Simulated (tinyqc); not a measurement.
Donor binding, ionisation and the Mott limit: two steps of the calculation.

Hydrogenic donor: Ry = (m0 q^3/(8 eps0^2 h^2)) me/eps_r^2 in eV, E0 = cc Ry, radius a = q/(8 pi eps0 eps_r E0), Mott density Nm = (0.26/a)^3. Below Nm the level sinks as Ed = E0 [1 - (N/Nm)^(1/3)]. Neutrality: Nc F12(eta) = N/(1 + 2 exp(eta + Ed/kB T)), F12(x) = (2/sqrt(pi)) int_0^infinity sqrt(u)/(1 + exp(u - x)) du.

Parameters, values chosen for the exercise; band and dielectric values close to those of 4H silicon carbide:
```
symbol,value,unit,meaning
T,77,K,temperature
eps_r,9.55,,relative permittivity
me,0.373,m0,"mass in the hydrogenic formula, set independently of Nc"
Nc,2.18e18,cm^-3,conduction-band density of states at 77 K
cc,1.8,,ratio of the true binding energy to the hydrogenic one
N,2.8e17,cm^-3,donor density
```

Constants: q = 1.602176634e-19 C, kB = 1.380649e-23 J/K, eps0 = 8.8541878128e-12 F/m, h = 6.62607015e-34 J s, m0 = 9.1093837015e-31 kg, Vt = kB T/q. Results are converted to the units shown.

Question 1. Binding energy, radius and Mott density. The mean spacing of the donors is N^(-1/3).

Find: Ry; E0; a; Nm; spacing over a; Ed.

Answer 1.

Ry = 55.64 meV
E0 = 100.2 meV
a = 0.7527 nm
Nm = 4.121e19 cm^-3
spacing over a = 20.31
Ed = 81.19 meV

Question 2. Ionisation. Solve the neutrality equation for eta. Boltzmann form: with k = (Nc/2) exp(-Ed/kB T) the ionised share is [-k + sqrt(k^2 + 4 k N)]/(2 N).

Ed = 81.190346 meV

Wanted: eta; ionised share; n; ionised share, Boltzmann form.

Answer 2.

eta = -7.4928
ionised share = 0.43364 %
n = 1.2142e15 cm^-3
ionised share, Boltzmann form = 0.43368 %

With the level held at E0 the share would be 0.104 %.

Range of the model: A sharp level with degeneracy 2 overstates freeze-out near Nm, where the impurity band broadens and merges with the conduction band.

Computed by the program tinyqc: `OMP_NUM_THREADS=1 python tinyqc.py 2330103 2330104 out.jsonl`, one thread of a shared Intel Xeon 2.30GHz, about 0.02 s for the whole run.
